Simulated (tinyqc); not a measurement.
Configuration-coordinate model of carrier capture at a defect: sweeps and comparisons. A value that a table varies takes the place of the one given here.

Two parabolas of equal curvature k in one coordinate Q: with the carrier free at the band edge, U_f = k Q^2/2; with the carrier trapped, U_t = k (Q - dQ)^2/2 - ET. ER = k dQ^2/2, Huang-Rhys factor S = ER/hw, hw = 0.0646541 sqrt(k/M) eV for k in eV/angstrom^2 and M in u. The curves cross at a height Eb = (ER - ET)^2/(4 ER) above the free minimum.

Multiphonon factor for giving p = ET/hw phonons to the lattice: W = exp(-S (2 nb + 1)) ((nb + 1)/nb)^(p/2) I_p(x), nb = 1/(exp(hw/kT) - 1), x = 2 S sqrt(nb (nb + 1)), I_p the modified Bessel function. Classical limit: W = hw exp(-Eb/kT)/sqrt(4 pi ER kT). At T = 0: exp(-S) S^p/Gamma(p + 1).

Constants: kB = 8.617333262e-05 eV/K.

Parameters, chosen for this exercise (of the size met at a deep level in Si; shifted at random, so the results belong to these values and not to a real crystal):

| symbol | value | unit | meaning |
|---|---|---|---|
| ET | 0.47 | eV | thermal depth of the level below the band edge |
| ER | 0.12 | eV | relaxation energy |
| hw | 0.036 | eV | phonon energy of the mode |
| T | 200 | K | temperature |

## Capture against temperature

The local activation energy is -d ln W/d(1/kT), by central differences with T changed by 1 %.

Against T:

| T (K) | kT/hw | log10 W | log10 W, classical | activation energy (eV) |
|---|---|---|---|---|
| 40 | 0.096 | -4.478 | -32.456 | 0.0000 |
| 60 | 0.144 | -4.475 | -21.826 | 0.0002 |
| 80 | 0.191 | -4.461 | -16.530 | 0.0014 |
| 120 | 0.287 | -4.382 | -11.258 | 0.0080 |
| 160 | 0.383 | -4.246 | -8.641 | 0.0195 |
| 220 | 0.527 | -3.998 | -6.518 | 0.0409 |
| 300 | 0.718 | -3.667 | -5.026 | 0.0701 |
| 400 | 0.957 | -3.310 | -4.017 | 0.1018 |
| 550 | 1.317 | -2.902 | -3.209 | 0.1367 |

log10 W at T = 0 = -4.478
Eb = 0.2552 eV

At 40 K log10 W is -4.48, against -4.48 at T = 0 and -32.5 classically; at 550 K the two forms differ by +0.31. The activation energy read from an Arrhenius plot goes from 0.000 eV at 40 K to 0.137 at 550 K, with its largest value 0.137 at 550 K, against Eb = 0.255 eV; the classical form itself gives Eb - kT/2. A measured slope therefore understates the barrier.

## Capture against depth of the level

ET is varied at fixed ER, hw and T, as by moving the band edge with alloying or pressure.

Against ET:

| ET/ER | ET (eV) | Eb (eV) | log10 W | log10 W, classical |
|---|---|---|---|---|
| 0.10 | 0.012 | 0.0243 | -1.142 | -1.263 |
| 0.25 | 0.030 | 0.0169 | -0.978 | -1.076 |
| 0.50 | 0.060 | 0.0075 | -0.798 | -0.840 |
| 0.75 | 0.090 | 0.0019 | -0.717 | -0.698 |
| 1.00 | 0.120 | 0.0000 | -0.716 | -0.651 |
| 1.25 | 0.150 | 0.0019 | -0.783 | -0.698 |
| 1.50 | 0.180 | 0.0075 | -0.907 | -0.840 |
| 2.00 | 0.240 | 0.0300 | -1.302 | -1.407 |
| 3.00 | 0.360 | 0.1200 | -2.543 | -3.675 |

Capture is fastest at ET/ER = 1 among these rows, where the barrier vanishes or nearly so. The classical form is symmetric about ET = ER; the quantum one gives -0.80 at 0.5 and -0.91 at 1.5, against -0.84 for both. At ET = 3 ER it lies 1.1 decades above the classical value: deep levels capture by emitting many phonons, and the rate falls with depth by 10.3 decades per eV between the last two rows. Rows deeper than the gap of the host are formal.

## Phonon side bands at T = 0

Weights exp(-S) S^j/j! of the line with j phonons, S = ER/hw; absorption at ET + j hw, emission at ET - j hw (a dash if negative).

Lines:

| j | weight | absorption (eV) | emission (eV) |
|---|---|---|---|
| 0 | 0.03567 | 0.470 | 0.470 |
| 1 | 0.11891 | 0.506 | 0.434 |
| 2 | 0.19819 | 0.542 | 0.398 |
| 3 | 0.22021 | 0.578 | 0.362 |
| 4 | 0.18351 | 0.614 | 0.326 |
| 5 | 0.12234 | 0.650 | 0.290 |
| 6 | 0.06797 | 0.686 | 0.254 |
| 7 | 0.03236 | 0.722 | 0.218 |
| 8 | 0.01349 | 0.758 | 0.182 |
| 9 | 0.00499 | 0.794 | 0.146 |
| 10 | 0.00166 | 0.830 | 0.110 |
| 11 | 0.00050 | 0.866 | 0.074 |
| 12 | 0.00014 | 0.902 | 0.038 |
| 13 | 0.00004 | 0.938 | 0.002 |

The zero-phonon line holds 3.57 % of the band and the largest weight falls on j = 3, next to S = 3.33; the lines listed add to 1.0000.

## What each parameter does

Eb, log10 W and the full width 2.35482 sqrt(ER hw coth(hw/2kT)). Each row changes one parameter from the base and keeps the others.

Results:

| case | Eb (eV) | log10 W | full width (eV) |
|---|---|---|---|
| base | 0.2552 | -4.083 | 0.1753 |
| ET = 0.51 eV | 0.3169 | -4.719 | 0.1753 |
| ER = 0.17 eV | 0.1324 | -2.827 | 0.2086 |
| hw = 0.0432 eV | 0.2552 | -3.638 | 0.1840 |
| T = 230 K | 0.2552 | -3.955 | 0.1824 |

The largest shifts from the base row, up to three for each result and ties (the steps differ in size, so this ranks the rows, not the parameters). Eb (eV): ER -0.1229, ET +0.0617; unchanged at the printed digits by hw and T. log10 W: ER +1.256, ET -0.637, hw +0.445. full width (eV): ER +0.0333, hw +0.0087, T +0.0071; unchanged at the printed digits by ET.

tinyqc: `OMP_NUM_THREADS=1 python tinyqc.py 1450260 1450261 out.jsonl`; about 0.01 s, one thread, shared Intel(R) Xeon(R) Processor @ 2.30GHz.
